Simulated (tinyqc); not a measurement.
Worked calculation: ballistic transport through the one-dimensional subbands of a rectangular nanowire or nanosheet channel. Computed by tinyqc, a small Python program that keeps every step. Command: `OMP_NUM_THREADS=1 python tinyqc.py 3006120 3006121 out.jsonl wire walk`. One thread of a shared host (Intel(R) Xeon(R) Processor @ 2.30GHz), about 0.02 s of CPU time with the checks. Intermediate numbers are printed to about 6 digits and carried at full precision; extremes and crossings named in words are read from the listed rows.

Hard walls, parabolic subbands, transport along x. Energies are counted from the bulk conduction band edge at the top of the barrier, which the gate pulls down by U; the source Fermi level lies at the bulk edge when U = 0.

Inputs (values chosen for the exercise, modelled on silicon):

| quantity | value | unit |
|---|---|---|
| light mass m_t | 0.2 | m_0 |
| heavy mass m_l | 0.917 | m_0 |
| height a | 2.7 | nm |
| width b | 3.1 | nm |
| equivalent oxide thickness t | 1.4 | nm |
| gate voltage above flat band V_G | 0.48 | V |
| drain voltage V_D | 0.05 | V |
| temperature T | 300 | K |
| mean free path for back-scattering lambda | 21 | nm |
| channel length L | 27 | nm |

Valleys: silicon [100] wire.

Constants: hbar^2/(2 m_0) = 3.80998212 eV angstrom^2; k_B = 8.617333262e-05 eV/K; m_0 = 9.1093837015e-31 kg; k_B = 1.380649e-23 J/K; hbar = 1.054571817e-34 J s; eps_0 = 8.8541878128e-12 F/m; e = 1.602176634e-19 C; h = 6.62607015e-34 J s.

## Subbands

E_pq = (hbar^2 pi^2/2)(p^2/(m_y b^2) + q^2/(m_z a^2)); valley pairs: (m_x, m_y, m_z) = (m_t, m_t, m_l), (m_t, m_l, m_t), (m_l, m_t, m_t), each with degeneracy g = 2; the 10 lowest subbands are kept.

Subbands:

| valley axis | p | q | E (meV) | m_x (m_0) |
|---|---|---|---|---|
| z | 1 | 1 | 251.90 | 0.200 |
| y | 1 | 1 | 300.58 | 0.200 |
| z | 1 | 2 | 420.65 | 0.200 |
| y | 2 | 1 | 428.59 | 0.200 |
| x | 1 | 1 | 453.55 | 0.917 |
| y | 3 | 1 | 641.94 | 0.200 |
| z | 1 | 3 | 701.90 | 0.200 |
| z | 2 | 1 | 838.83 | 0.200 |
| y | 4 | 1 | 940.64 | 0.200 |
| z | 2 | 2 | 1007.58 | 0.200 |

The second subband lies 48.7 meV, or 1.88 k_B T, above the first; the lowest belongs to the valleys with the heavy mass across the height.

## Self-consistent barrier

F_j(eta) = (1/Gamma(j + 1)) int_0^infinity x^j/(1 + exp(x - eta)) dx, F_0 = ln(1 + exp(eta)). Integrals over x = E/(k_B T) use 160 Gauss-Legendre points in u = sqrt(x) from 0 to sqrt(max(eta, 0) + 32). With degeneracy g = 2, eta_i = (U - E_i)/(k_B T) and u = e V_D/(k_B T): line density n = sum_i g sqrt(2 m_x k_B T/pi)/(2 hbar) [F_-1/2(eta_i) + F_-1/2(eta_i - u)]; gate: e n = C_ox (V_G - U/e), C_ox = 3.9 eps_0 2 (a + b)/t (flat-plate estimate); I = (2 e k_B T/h) sum_i g [F_0(eta_i) - F_0(eta_i - u)].

C_ox = 286.117 aF/micrometre

U = 277.959 meV

Occupation:

| subband | eta_i | n_i (1/nm) | I_i (microampere) |
|---|---|---|---|
| 1 | 1.0082 | 2.79061e-01 | 3.94803e+00 |
| 2 | -0.8750 | 7.95215e-02 | 1.16151e+00 |
| 3 | -5.5194 | 9.51077e-04 | 1.37045e-02 |
| 4 | -5.8267 | 6.99922e-04 | 1.00849e-02 |
| 5 | -6.7923 | 5.71306e-04 | 3.84393e-03 |
| 6 | -14.0796 | 1.82672e-07 | 2.63160e-06 |
| 7 | -16.3987 | 1.79673e-08 | 2.58840e-07 |
| 8 | -21.6955 | 8.99750e-11 | 1.29619e-09 |
| 9 | -25.6336 | 1.75314e-12 | 2.52560e-11 |
| 10 | -28.2231 | 1.31591e-13 | 1.89571e-12 |

line density n = 0.360805 1/nm

ballistic current I = 5.13718 microampere

mean velocity I/(e n) = 0.888672 1e7 cm/s

1 of the subbands lie below the source Fermi level; the lowest carries 77 % of the current with 77 % of the charge. The gate spends 58 % of V_G on moving the bands.

## Conductance, capacitance and scattering

Linear conductance G = (2 e^2/h) sum_i g f(eta_i), g = 2, f = 1/(1 + exp(-eta_i)), with the barrier frozen at the eta_i above; current per perimeter I/(2(a + b)); with scattering, transmission lambda/(lambda + L) and low-bias resistance (1 + L/lambda)/G.

open modes sum g f = 2.06987

ballistic conductance = 160.376 microsiemens

current per perimeter = 442.860 microampere/micrometre

transmission = 0.4375

low-bias resistance with scattering = 14.2523 kiloohm

Even without scattering the wire has h/(2 e^2 M) = 6.24 kiloohm, which sits in the contacts.

## Gate sweep

Open modes are sum_i g/(1 + exp(-eta_i)). The last column is e dn/dV_G over C_ox, taken up to the next row.

Against the gate voltage:

| V_G (V) | U (meV) | n (1/nm) | I (microampere) | open modes | C_g/C_ox |
|---|---|---|---|---|---|
| -0.048 | -48.001 | 2.51820e-06 | 3.62629e-05 | 2.11632e-05 | 6.58834e-04 |
| 0.052 | 51.933 | 1.20173e-04 | 1.73056e-03 | 1.00980e-03 | 4.34939e-02 |
| 0.170 | 164.800 | 9.28539e-03 | 1.33938e-01 | 7.71782e-02 | 4.55931e-01 |
| 0.300 | 235.529 | 1.15132e-01 | 1.67991e+00 | 8.46211e-01 | 7.33798e-01 |
| 0.400 | 262.150 | 2.46173e-01 | 3.57255e+00 | 1.57340e+00 | 8.12597e-01 |
| 0.530 | 286.512 | 4.34821e-01 | 6.08619e+00 | 2.34151e+00 | 8.51570e-01 |
| 0.670 | 307.292 | 6.47724e-01 | 8.54013e+00 | 2.96887e+00 | 8.70928e-01 |
| 0.830 | 327.944 | 8.96572e-01 | 1.09349e+01 | 3.49384e+00 | 8.80915e-01 |
| 1.000 | 348.188 | 1.16401e+00 | 1.30044e+01 | 3.91232e+00 | 8.87708e-01 |
| 1.200 | 370.647 | 1.48106e+00 | 1.49445e+01 | 4.37789e+00 | - |

Between the first two rows the current rises one decade per 60 mV, against the limit ln(10) k_B T/e = 60 mV. Above threshold C_g/C_ox lies between 0.73 and 0.89: the quantum capacitance in series costs a visible part.

Checks made by the program: density of the lowest subband against a direct sum over k (relative difference 1e-09).
